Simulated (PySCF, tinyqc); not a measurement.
CCSD on RHF in the sto-3g basis, for H3-, spin multiplicity 1, step by step. The basis has no diffuse functions, so it cannot describe the extra electron: this is an exercise in the method, not the real anion. The lowest restricted solution is unstable here: a spin-polarised one lies 0.0023 hartree lower (PySCF). One step of it, computed by the program tinyqc.

Task: Iteration 10 (converged): orbitals. Diagonalise F' = X^T F X, C = X C', fill 2 alpha and 2 beta electrons from the bottom; D = 2 C_occ C_occ^T. Each column has its largest component positive (the first on a tie).

converged F (hartree):
```
           1H 1s      2H 1s      3H 1s
1H 1s   0.117715  -0.230905  -0.230747
2H 1s  -0.230905   0.173666  -0.073957
3H 1s  -0.230747  -0.073957   0.173869
```

X:
```
           1H 1s      2H 1s      3H 1s
1H 1s   1.167352  -0.242089  -0.241902
2H 1s  -0.242089   1.094613  -0.064011
3H 1s  -0.241902  -0.064011   1.094503
```

Give: F' = X^T F X; orbital energies; coefficients C; D after iteration 10.

Result:

F' = X^T F X (hartree):
```
         1        2        3
1   0.4329  -0.3630  -0.3627
2  -0.3630   0.3413   0.0088
3  -0.3627   0.0088   0.3413
```

orbital energies (hartree): MO1 -0.1234, MO2 0.3325, MO3 0.9063

coefficients C:
```
          MO1      MO2      MO3
1H 1s  0.5400   0.0000   1.0901
2H 1s  0.3717  -0.8190  -0.6723
3H 1s  0.3713   0.8195  -0.6717
```

D after iteration 10:
```
        1H 1s    2H 1s    3H 1s
1H 1s  0.5832   0.4014   0.4010
2H 1s  0.4014   1.6178  -1.0662
3H 1s  0.4010  -1.0662   1.6188
```
